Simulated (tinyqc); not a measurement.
Choice of the surrounding dielectric: dielectric confinement in a thin film (image charges).

A film |z| < t/2 of dielectric constant eps between half-spaces of dielectric constant e2; lam = (eps - e2)/(eps + e2), q = e^2/(4 pi eps0). The self-energy of a band edge is taken with the high-frequency value, e2 = eh, and the field of a fixed ion with the static one, e2 = eo. A charge at z has images lam^|n| at n t + (-1)^n z. Its self-energy is S(z) = (q/2 eps) sum over n >= 1 of lam^n [1/(n t - 2z) + 1/(n t + 2z)] for odd n and 2 lam^n/(n t) for even n; at the centre S(0) = -(q/(eps t)) ln(1 - lam).

Donor at the centre, lam from the static eo, trial function cos(pi z/t) exp(-rho/l): E(l) = c/(m l^2) - (q/eps) times the integral over k of F(k t) (1 + (k l/2)^2)^(-3/2), with F(x) = F0 + 2 lam exp(-x) G/(1 - lam exp(-x)), F0 = 2[(1 - exp(-x/2))/x + x (1 + exp(-x/2))/(x^2 + 4 pi^2)], G = 2 sinh(x/2)[1/x - x/(x^2 + 4 pi^2)]; c = hbar^2/2m0. The binding energy is -E at the minimum, counted from the subband edge with its self-energy.

Constants: e^2/(4 pi eps0) = 14.39964547 eV angstrom; hbar^2/2m0 = 3.80998211 eV angstrom^2; Ry = 13.60569312 eV.

Values chosen for the exercise (out of a larger set: near those of a Si (100) film, two-fold valleys, between layers of SiO2; not measured data):

| symbol | value | unit | meaning |
|---|---|---|---|
| t | 44 | angstrom | film thickness |
| eps | 12 |  | dielectric constant of the film |
| m | 0.184 | m0 | mass in the plane |

The same film between different dielectrics; in this table one value e2 serves for both eo and eh.

Results:

| case | lam | <S> (meV) | binding (meV) | l (angstrom) |
|---|---|---|---|---|
| e2 = 1 | 0.846 | 56.2 | 131.1 | 25.6 |
| e2 = 2.5 | 0.655 | 33.0 | 89.1 | 26.5 |
| e2 = 3.9 | 0.509 | 22.5 | 71.2 | 27.2 |
| e2 = 7.5 | 0.231 | 8.5 | 49.2 | 28.5 |
| e2 = 16 | -0.143 | -4.5 | 30.8 | 30.5 |
| e2 = 25 | -0.351 | -10.3 | 23.4 | 31.8 |
| e2 = 80 | -0.739 | -19.6 | 12.9 | 34.8 |

The binding spans a factor 10.2, from 131 meV in vacuum to 12.9 meV for e2 = 80; going from 3.9 to 25 changes it by -47.8 meV and the band edge by -32.8 meV, so the binding responds 1.46 times as much as the edge (for an orbit much smaller than t the binding would change by twice the change of S(0), -55.3 meV; here l/t = 0.62 for e2 = 3.9).

Program tinyqc; command `OMP_NUM_THREADS=1 python tinyqc.py 1251222 1251223 out.jsonl`; about 0.03 s on one thread of a shared Intel(R) Xeon(R) Processor @ 2.30GHz.
